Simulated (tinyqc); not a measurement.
Comparisons within one model: Shockley-Read-Hall recombination through one deep level. A value that a table varies takes the place of the one given here.

One level at Et with degeneracy 1: tn = 1/(sn vth Nt), tp = 1/(sp_ vth Nt), n1 = Nc exp((Et - Eg)/kT), p1 = Nv exp(-Et/kT), ni^2 = n1 p1. Equilibrium p0 = Nm, n0 = ni^2/Nm; n = n0 + dn, p = p0 + dn. U = (n p - ni^2)/(tp (n + n1) + tn (p + p1)), lifetime dn/U; emission rates en = sn vth n1, ep = sp_ vth p1.

Constants: kB = 8.617333262e-05 eV/K.

Parameters, chosen for this exercise (gap and densities of states near those of Si at this temperature; the results hold for these values, not for the real material):
- E1 = 0.845 eV (level (+1/0) above Ev)
- E2 = 0.68 eV (level (0/-1) above Ev)
- gm = 1 (degeneracy of the middle state, the others 1)
- T = 450 K
- Eg = 1.075 eV (gap)
- Nc = 4.95e+19 1/cm^3 (conduction-band density of states)
- Nv = 2.13e+19 1/cm^3 (valence-band density of states)
- Nd = -1.1e+14 1/cm^3 (ionised shallow donors minus acceptors)
- Et = 0.68 eV (recombination level above Ev)
- Nt = 1.8e+14 1/cm^3 (defects)
- sn = 1.1e-15 cm^2 (electron capture cross-section)
- sp_ = 1.2e-16 cm^2 (hole capture cross-section)
- vth = 21000000 cm/s (thermal velocity, both carriers)
- Nm = 1.8e+15 1/cm^3 (equilibrium holes for the lifetime steps)
- dn = 2.9e+15 1/cm^3 (excess pairs)

## Charge state against the Fermi level (deep level with several charge states)

Energies from Ev. The defect has charge states +1, 0, -1 with weights 1, gm exp((EF - E1)/kT), exp((2 EF - E1 - E2)/kT); the shares are the weights over their sum. Boltzmann carriers: n = Nc exp((EF - Eg)/kT), p = Nv exp(-EF/kT). Neutrality: p - n + Nd + Nt <q> = 0.

Shares:
```
EF (eV),+1,0,-1,<q>
0.064,1.000,0.000,0.000,1.000
0.150,1.000,0.000,0.000,1.000
0.236,1.000,0.000,0.000,1.000
0.322,1.000,0.000,0.000,1.000
0.408,1.000,0.000,0.000,1.000
0.494,1.000,0.000,0.000,1.000
0.580,0.999,0.001,0.000,0.999
0.666,0.983,0.010,0.007,0.977
0.752,0.598,0.054,0.348,0.250
0.838,0.020,0.016,0.964,-0.944
0.924,0.000,0.002,0.998,-0.998
1.010,0.000,0.000,1.000,-1.000
```

What does this show, and why?

E2 lies below E1 (negative U = -0.165 eV), so the charge goes from +1 to -1 near (E1 + E2)/2 = 0.762 eV, two electrons at once; the middle state never exceeds a share of 0.0562.

## Defects against doping (deep level with several charge states)

Nt takes the listed multiples of |Nd|; the resistivity uses mobilities of 1000 (electrons) and 300 (holes) cm^2/(V s), chosen for the exercise, and e = 1.602176634e-19 C.

Neutral state:
```
Nt/|Nd|,EF (eV),n (1/cm^3),p (1/cm^3),rho (ohm cm)
0.01,0.4696,8.22e+12,1.17e+14,144
0.10,0.4728,8.92e+12,1.08e+14,151
0.30,0.4807,1.09e+13,8.79e+13,167
0.60,0.4956,1.60e+13,6.00e+13,183
0.90,0.5143,2.60e+13,3.70e+13,168
1.10,0.5280,3.70e+13,2.60e+13,139
1.50,0.5521,6.89e+13,1.40e+13,85.4
3.00,0.5977,2.24e+14,4.31e+12,27.8
10.00,0.6548,9.74e+14,9.88e+11,6.40
```

What can be read from the table?

EF goes from 0.470 to 0.655 eV and the resistivity from 144 to 6.4 ohm cm, with a largest value of 183. The largest move of EF, +0.057 eV, comes between Nt/|Nd| = 3 and 10; the levels lie at 0.845 and 0.68 eV. A defect can take up to one carrier of either sign, so the doping can be cancelled no earlier than Nt = |Nd|, there only if EF lies well beyond the level that takes the carriers and otherwise at larger Nt (mean charge +0.99 in the last row). The type changes along the table.

## Lifetime against injection

Recombination:
```
dn (1/cm^3),lifetime (microsecond),U (1/(cm^3 s))
1.0e+11,2.525,3.96e+16
1.0e+12,2.525,3.96e+17
1.0e+13,2.525,3.96e+18
1.0e+14,2.521,3.97e+19
1.0e+15,2.497,4.01e+20
1.0e+16,2.457,4.07e+21
1.0e+17,2.447,4.09e+22
1.0e+18,2.445,4.09e+23
```

What can be read from the table?

The lifetime falls from 2.525 to 2.445 microsecond; tn + tp = 2.445. At low injection it is tn (1 + p1/p0) + tp n1/p0 with n1/Nm = 1 and p1/Nm = 0.00029: re-emission lengthens it to 10.5 times the minority capture time. Auger and radiative paths are left out; they cut in at the highest injections, and in a doped direct-gap crystal the radiative one counts at all injections. dn = dp neglects trapped charge, which matters where the traps hold a charge comparable with dn, at low injection and with very unequal cross sections.

## Where a level does most harm

Et takes the values listed; G = Nt en ep/(en + ep) in a depleted region; the lifetime is for dn = 1e11 1/cm^3.

Results:
```
Et (eV),lifetime (microsecond),G (1/(cm^3 s))
0.064,546,9.79e+14
0.150,59.7,8.99e+15
0.236,6.71,8.26e+16
0.322,0.946,7.59e+17
0.408,0.320,6.79e+18
0.494,0.268,1.97e+19
0.580,0.415,3.07e+18
0.666,1.83,3.36e+17
0.752,14.9,3.66e+16
0.838,135,3.98e+15
0.924,1.23e+03,4.33e+14
1.010,1.13e+04,4.72e+13
```

What can be read from the table?

Generation peaks where en = ep, at Eg/2 + (kT/2) ln(sp_ Nv/(sn Nc)) = 0.478 eV; the largest value listed is at 0.494 eV, and G falls by a decade for each 0.089 eV away from the peak. The lifetime is within a factor 2 of its minimum, 0.268 microsecond, from 0.408 to 0.580 eV: recombination tolerates a wide range of Et, generation a narrow one.

## What moves lifetime and leakage

G = Nt en ep/(en + ep). Each row changes one parameter from the base and keeps the others.

Results:
```
case,lifetime (microsecond),G (1/(cm^3 s))
base,2.476,2.34e+17
Et = 0.72 eV,4.055,8.34e+16
sn = 2.2e-15 cm^2,2.356,2.34e+17
sp_ = 2.4e-16 cm^2,1.358,4.68e+17
Nt = 9e+13 1/cm^3,4.952,1.17e+17
Nm = 5.4e+15 1/cm^3,1.506,2.34e+17
dn = 8.7e+15 1/cm^3,2.459,2.34e+17
```

What does this show?

The largest shifts from the base row, up to three for each result and ties (the steps differ in size, so this ranks the rows, not the parameters). lifetime (microsecond): Nt +2.48, Et +1.58, sp_ -1.12. G (1/(cm^3 s)): sp_ +2.34e+17, Et -1.51e+17, Nt -1.17e+17; unchanged at the printed digits by sn, Nm and dn.

Computed by tinyqc, a small Python program: `OMP_NUM_THREADS=1 python tinyqc.py 1681230 1681231 out.jsonl` (the numbers bound the seed that draws the inputs); one thread of a shared host (Intel(R) Xeon(R) Processor @ 2.30GHz), about 0.01 s for the whole set of steps.
